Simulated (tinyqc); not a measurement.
Worked calculation: Hubbard chain of 2 sites. Computed by tinyqc, a small Python program that keeps every step. Settings: hopping = 1.1, U = 4.5, mixing = 0.2, iteration cap = 62. Command: `OMP_NUM_THREADS=1 python tinyqc.py 23138 23139 out.jsonl` (the two numbers bound the seeds that draw the settings). One thread of a shared host (Intel(R) Xeon(R) Processor @ 2.60GHz), about 0.2 s of CPU time with the checks.

one-body matrix (hopping and site energies) (eV):
```
,1,2
1,0.78000,-1.10000
2,-1.10000,-0.70000
```

U = 4.50000 eV

electrons, up and down: 1  1

n(up) at the start (a guess, not normalised): 1 0.80000, 2 0.20000

n(down) at the start (a guess): 1 0.20000, 2 0.80000

Each step fills the lowest levels of T + U n(other spin) and sets n(new) = n + mixing (n(out) - n); stop when output and input agree to 1e-8.

Course of the cycle:
```
iteration,E (eV),largest |n(out) - n(in)|,mean |n_up - n_down|
1,-0.4058725,1.42e-01,0.68494
2,-0.4480382,1.12e-01,0.71863
3,-0.4701690,8.88e-02,0.74271
4,-0.4828703,7.18e-02,0.76077
5,-0.4907480,5.87e-02,0.77480
6,-0.4959216,4.85e-02,0.78595
7,-0.4994516,4.04e-02,0.79495
8,-0.5019190,3.70e-02,0.80230
9,-0.5036696,3.43e-02,0.80835
10,-0.5049233,3.12e-02,0.81336
11,-0.5058263,2.81e-02,0.81753
...,...,...,...
52,-0.5082176,5.89e-05,0.84008
53,-0.5082176,5.03e-05,0.84008
54,-0.5082176,4.30e-05,0.84008
55,-0.5082176,3.68e-05,0.84009
56,-0.5082176,3.14e-05,0.84009
57,-0.5082176,2.69e-05,0.84009
58,-0.5082176,2.30e-05,0.84010
59,-0.5082176,1.96e-05,0.84010
60,-0.5082176,1.68e-05,0.84010
61,-0.5082176,1.43e-05,0.84010
62,-0.5082176,1.23e-05,0.84010
```

Can the last value be used, and what does the course show?

Not by the stop rule, although the second column moves by less than 1e-07 over the last three steps. Not converged within 62 iterations: the residual falls steadily but slowly, by a factor of about 0.85 a step. The lowest mean-field energy found from random starts is -0.50822 eV. Reruns (cap 100 unless said): mixing 0.5: converged in 39 (E = -0.50822); mixing 0.9: converged in 18 (E = -0.50822); the original settings with a cap of 400: converged in 108 (E = -0.50822).
